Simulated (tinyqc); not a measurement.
Worked calculation: liquidus of a compound AB in a simple-solution melt, liquid-phase epitaxy and vapour pressures. Computed by tinyqc, a small Python program that keeps every step. Command: `OMP_NUM_THREADS=1 python tinyqc.py 3029187 3029188 out.jsonl liq35 walk`. One thread of a shared host (Intel(R) Xeon(R) Processor @ 2.30GHz), about 0.03 s of CPU time with the checks. Intermediate numbers are printed to about 7 digits and carried at full precision; extremes and crossings named in words are read from the listed rows.

x is the atom fraction of B in the melt. The melt is a simple solution: R T ln gamma_B = W (1 - x)^2, R T ln gamma_A = W x^2, W = a + b T. The solid AB is stoichiometric.

Inputs (values chosen for the exercise, modelled on GaSb for the melt):

| quantity | value | unit |
|---|---|---|
| melting point T_F | 983 | K |
| entropy of fusion S_F | 65.1 | J/(mol K) |
| interaction a | 19.4 | kJ/mol |
| interaction slope b | -24.1 | J/(mol K) |
| saturation temperature T | 681 | K |
| step dT | 6.4 | K |
| cooling rate c | 0.49 | K/min |
| growth time t | 2.3 | min |
| diffusivity in the melt D | 5.6e-05 | cm^2/s |
| molar volume of the melt V_L | 12.3 | cm^3/mol |
| lattice constant a0 | 6.096 | angstrom |
| melt depth w | 4.3 | mm |
| heat of evaporation of A | 252 | kJ/mol |
| entropy of evaporation of A | 105 | J/(mol K) |
| heat of evaporation of B as (1/2) B2 | 115 | kJ/mol |
| entropy of evaporation of B as (1/2) B2 | 72 | J/(mol K) |

Growth programme: ramp cooling.

Constants: R = 8.314462618 J/(mol K); N_A = 6.02214076e+23 1/mol; k_B = 8.617333262e-05 eV/K.

## Solubility on the A-rich side

Liquidus (Vieland): f(x) = R T ln[4 x (1 - x)] + 2 W (1/2 - x)^2 + S_F (T_F - T) = 0. Newton steps with f' = (1 - 2x)[R T/(x (1 - x)) - 2 W], from the dilute estimate x = (1/4) exp[-(S_F (T_F - T) + W/2)/(R T)]; stop below 1e-13; f under 1e-6 shown as 0.

W = 2.9879 kJ/mol

Newton steps:

| step | x | f (J/mol) | f' (J/mol) |
|---|---|---|---|
| 1 | 0.005961947 | -6.927346e+01 | 938114.1 |
| 2 | 0.006035790 | -4.307376e-01 | 926495.5 |
| 3 | 0.006036255 | -1.679508e-05 | 926423.2 |
| 4 | 0.006036255 | 0 | 926423.2 |

solubility x = 0.006036255

The dilute estimate is 0.988 of the root. An ideal melt (W = 0) would dissolve x = 0.0078; the B-rich branch lies at 1 - x.

## Slope of the liquidus

dx/dT = -(df/dT)/f', df/dT = R ln[4 x (1 - x)] + 2 b (1/2 - x)^2 - S_F, f' = (1 - 2x)[R T/(x (1 - x)) - 2 W]. Concentrations: C_L = x N_A/V_L in the melt, C_S = 4/a0^3 in the solid; m = dT/dC_L.

dx/dT = 1.164387e-04 1/K

C_L = 2.955380e+20 1/cm^3

C_S = 1.765733e+22 1/cm^3

slope m = 1.754110e-19 K cm^3

apparent heat of solution k_B T^2 d ln x/dT = 0.7708979 eV

## Layer thickness

Semi-infinite melt (Hsieh): step d = 2 dT sqrt(D t/pi)/(C_S m); ramp d = (4/3) c sqrt(D/pi) t^(3/2)/(C_S m); supercooling is their sum. A melt of depth w can give at most w (undercooling)/(C_S m).

thickness d = 0.2406242 micrometre

largest thickness from this melt = 1.564626 micrometre

sqrt(D t)/w = 0.2044396

The layer uses 15 % of what the melt could give.

## Three programmes

The formulas are those given above.

Thickness (micrometre):

| t (min) | step | ramp | supercooling | sqrt(D t) (mm) |
|---|---|---|---|---|
| 0.2 | 0.604418 | 6.170105e-03 | 0.61059 | 0.259230 |
| 0.5 | 0.955669 | 2.438948e-02 | 0.98006 | 0.409878 |
| 1.0 | 1.351521 | 6.898387e-02 | 1.42050 | 0.579655 |
| 2.0 | 1.911339 | 1.951159e-01 | 2.10645 | 0.819756 |
| 5.0 | 3.022092 | 7.712631e-01 | 3.79336 | 1.296148 |
| 10.0 | 4.273884 | 2.181462e+00 | 6.45535 | 1.833030 |
| 20.0 | 6.044184 | 6.170105e+00 | 12.21429 | 2.592296 |

Step cooling goes as t^(1/2), ramp cooling as t^(3/2); they are equal at t = 3 dT/(2 c) = 19.6 min. The local exponent of their sum runs from 0.52 to 0.92. Rows with sqrt(D t) above about half the depth of 4.3 mm are overestimates.

## Vapour pressures and congruent evaporation

Over the A-rich liquidus: p_A = gamma_A (1 - x) exp(S_A/R - H_A/(R T)), p_B2 = [gamma_B x exp(S_B/R - H_B/(R T))]^2, in bar. Free evaporation is congruent while the A flux over this liquidus is at least the B flux; with A and B2 taken as equal in mass for the estimate, T_c solves p_A = 2 p_B2.

log10 p_A = -13.84683

log10 p_B2 = -14.10530

congruent temperature T_c = 676.7269 K

T is above T_c: in vacuum B leaves faster and droplets of A form unless a B flux is supplied.

## The liquidus

The formulas are those given above.

Solubility; ideal: W = 0; dilute: (1/4) exp[-(S_F (T_F - T) + W/2)/(R T)]:

| T (K) | x | ideal | dilute | W (kJ/mol) |
|---|---|---|---|---|
| 492 | 4.019116e-05 | 1.010384e-04 | 4.018359e-05 | 7.542800e+00 |
| 570 | 4.735429e-04 | 8.600205e-04 | 4.727835e-04 | 5.663000e+00 |
| 649 | 3.162069e-03 | 4.465855e-03 | 3.138257e-03 | 3.759100e+00 |
| 727 | 1.389348e-02 | 1.612906e-02 | 1.358423e-02 | 1.879300e+00 |
| 806 | 4.707559e-02 | 4.700107e-02 | 4.487426e-02 | -2.460000e-02 |
| 885 | 1.297012e-01 | 1.192775e-01 | 1.197591e-01 | -1.928500e+00 |
| 944 | 2.557824e-01 | 2.371458e-01 | 2.239492e-01 | -3.350400e+00 |
| 973 | 3.747802e-01 | 3.609700e-01 | 2.962660e-01 | -4.049300e+00 |

x over the ideal value is 0.40 in the first row and 1.04 in the last, and lies between 0.40 and 1.09: W > 0 lowers the solubility and W < 0 raises it, by about exp(-W/(2 R T)) when dilute. The dilute form is within 5 % in 5 of the eight rows. Near T_F the liquidus closes as a parabola about x = 1/2.

Checks made by the program: x against bracketed root finding (relative difference below 1e-10).
